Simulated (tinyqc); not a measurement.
Inside a calculation. Method: plane-wave Kohn-Sham cycle with exchange-only LDA in a layered model solid. One step of it, computed by the program tinyqc.

Problem. Iteration 2: potential. V_H(G) = 4 pi rho(G)/G^2 for G != 0 (uniform background); v_x = -(3 rho/pi)^(1/3); V = V_ext + V_H + v_x; Fourier components f(G_m) = (1/N) sum_j f(x_j) exp(-i G_m x_j).

A solid whose potential varies along x alone (atomic units):
```
parameter                      value
period a                   15.700000
cross-section of the cell  14.000000
electrons per cell                 2
grid points                       16
plane waves -n..n, n               3
k points                           2
V1 in V1 cos(2 pi x/a)     -0.410000
```

density after iteration 1 (e/bohr^3): 0.03297219  0.02674938  0.01450330  0.00587097  0.00265463  0.00195401  0.00184277  0.00182236  0.00181984  0.00182236  0.00184277  0.00195401  0.00265463  0.00587097  0.01450330  0.02674938

Give: Potentials on the grid; V(G_m), m = 0, 1, 2, ....

Solution.

Potentials on the grid (hartree):
```
x          V_ext      V_H      v_x        V
0.0000   -0.4100   1.1390  -0.3158   0.4132
0.9812   -0.3788   1.0012  -0.2945   0.3279
1.9625   -0.2899   0.6562  -0.2401   0.1261
2.9438   -0.1569   0.2415  -0.1776  -0.0930
3.9250         0  -0.1397  -0.1364  -0.2761
4.9062    0.1569  -0.4454  -0.1231  -0.4117
5.8875    0.2899  -0.6652  -0.1207  -0.4961
6.8688    0.3788  -0.7973  -0.1203  -0.5388
7.8500    0.4100  -0.8413  -0.1202  -0.5516
8.8313    0.3788  -0.7973  -0.1203  -0.5388
9.8125    0.2899  -0.6652  -0.1207  -0.4961
10.7937   0.1569  -0.4454  -0.1231  -0.4117
11.7750        0  -0.1397  -0.1364  -0.2761
12.7562  -0.1569   0.2415  -0.1776  -0.0930
13.7375  -0.2899   0.6562  -0.2401   0.1261
14.7188  -0.3788   1.0012  -0.2945   0.3279
```

V(G_m), m = 0, 1, 2, ... (hartree): -0.1788  0.2306  0.0518  0.0100  0.0031  0.0006  -0.0001
